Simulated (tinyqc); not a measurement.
From results back to parameters: optical gain and spontaneous emission in a bulk direct-gap semiconductor. Four cases, with inputs chosen for the exercise.

Problem. The gain spectrum crosses zero at E0 = Eg + Fc + Fv; n = p is hidden.

F_j(eta) = (1/Gamma(j + 1)) integral_0^infinity x^j dx/(1 + exp(x - eta)), which tends to exp(eta) for eta << 0.

Quasi-Fermi levels: n = Nc F_1/2(Fc/kT) and p = Nv F_1/2(Fv/kT), Fc counted up from the conduction edge and Fv down from the valence edge; Nc, Nv from N = 2 (m kB T/(4 pi c))^(3/2) with c = hbar^2/2m0, in 1/angstrom^3; times 1e24 for 1/cm^3, with me and (mhh^(3/2) + mlh^(3/2))^(2/3).

Constants: hbar^2/2m0 = 3.80998211 eV angstrom^2; kB = 8.617333262e-05 eV/K.

Case 1.

Values chosen (near those of GaAs; not measured data): Eg = 1.45 eV (direct gap); me = 0.0679 m0 (electron mass); mhh = 0.516 m0 (heavy-hole mass); mlh = 0.0789 m0 (light-hole mass); T = 250 K.

E0 = 1.50795 eV

Case 2.

Values chosen (near those of InP; not measured data): Eg = 1.323 eV (direct gap); me = 0.0814 m0 (electron mass); mhh = 0.575 m0 (heavy-hole mass); mlh = 0.0934 m0 (light-hole mass); T = 250 K.

E0 = 1.38165 eV

Case 3.

Values chosen (near those of GaAs; not measured data): Eg = 1.429 eV (direct gap); me = 0.0659 m0 (electron mass); mhh = 0.51 m0 (heavy-hole mass); mlh = 0.0839 m0 (light-hole mass); T = 350 K.

E0 = 1.53545 eV

Case 4.

Values chosen (near those of InGaAs; not measured data): Eg = 0.748 eV (direct gap); me = 0.0416 m0 (electron mass); mhh = 0.462 m0 (heavy-hole mass); mlh = 0.0529 m0 (light-hole mass); T = 200 K.

E0 = 0.80588 eV

Find: Fc; Fv; n.

Solution. Fc + Fv rises steadily with n, so one n gives E0 - Eg; solve by bisection on ln n.

Case 1.

Fc = 0.083 eV
Fv = -0.025 eV
n = 2.1e+18 1/cm^3

Case 2.

Fc = 0.082 eV
Fv = -0.023 eV
n = 2.7e+18 1/cm^3

Case 3.

Fc = 0.136 eV
Fv = -0.030 eV
n = 4.1e+18 1/cm^3

Case 4.

Fc = 0.083 eV
Fv = -0.025 eV
n = 9.7e+17 1/cm^3

Computed by tinyqc, one run a case: `OMP_NUM_THREADS=1 python tinyqc.py N N+1 out.jsonl` with N = 1681386, 1681457, 1681522, 1681531; one thread of a shared Intel(R) Xeon(R) Processor @ 2.30GHz, about 0.08 s a run at most.
